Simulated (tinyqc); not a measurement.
Threshold-voltage variability of a planar MOSFET, analytic estimates: two steps of the calculation.

Three independent sources add in quadrature: random dopants in the depleted layer, metal-gate grains of two orientations, and roughness of the two gate edges acting through the roll-off VT = VT(long) - Vr exp(-L/l). These are first-order estimates: no three-dimensional electrostatics, no percolation.

Values chosen for this exercise; material values close to those of silicon: temperature T = 350 K; gate length L = 20 nm; decay length of the threshold roll-off l = 4.5 nm; prefactor of the roll-off Vr = 2 V; subthreshold factor n = 1.36; gm/I of a matched pair gI = 15 1/V; spread of the gain factor of one device sb = 2.3 %.

Constants: q = 1.602176634e-19 C, kB = 1.380649e-23 J/K, Vt = kB T/q. Results are converted to the units shown.

Question 1. Total spread, mismatch and leakage. s = sqrt(s1^2 + s2^2 + s3^2). For a pair: s(dVT) = sqrt(2) s; current mismatch sqrt(2) sqrt((gI s)^2 + sb^2); input offset = current mismatch/gI. For a Gaussian VT the off current is log-normal with mean/median = exp(s^2/(2 (n Vt)^2)).

s1 = 31.914966 mV
s2 = 7.8719256 mV
s3 = 2.7696885 mV

Give: s; s(dVT); current mismatch; input offset; mean/median of Ioff.

Answer 1.

s = 32.99 mV
s(dVT) = 46.65 mV
current mismatch = 70.05 %
input offset = 46.70 mV
mean/median of Ioff = 1.382

Question 2. A rough gate as parallel slices. Eight equal slices in parallel have lengths L_i with mean L. Slice threshold shift: -Vr [exp(-L_i/l) - exp(-L/l)]; off current of a slice against the smooth gate: (L/L_i) exp(-shift/(n Vt)); the device has the mean.

L_i - L, slice 0 to 7 (nm): 0.2  -0.7  -0.3  -0.5  0.2  -1  -1.7  3.8

Find: shift; Ioff factor; Ioff of the device against the smooth gate.

Answer 2.

```
slice	shift (mV)	Ioff factor
0	1.021	0.96576
1	-3.953	1.1411
2	-1.619	1.0561
3	-2.760	1.0970
4	1.021	0.96576
5	-5.845	1.2138
6	-10.782	1.4214
7	13.393	0.60626
```

Ioff of the device against the smooth gate = 1.0584

Program tinyqc, `OMP_NUM_THREADS=1 python tinyqc.py 2090135 2090136 out.jsonl`; Intel Xeon 2.30GHz, shared host, one thread, about 0.01 s.
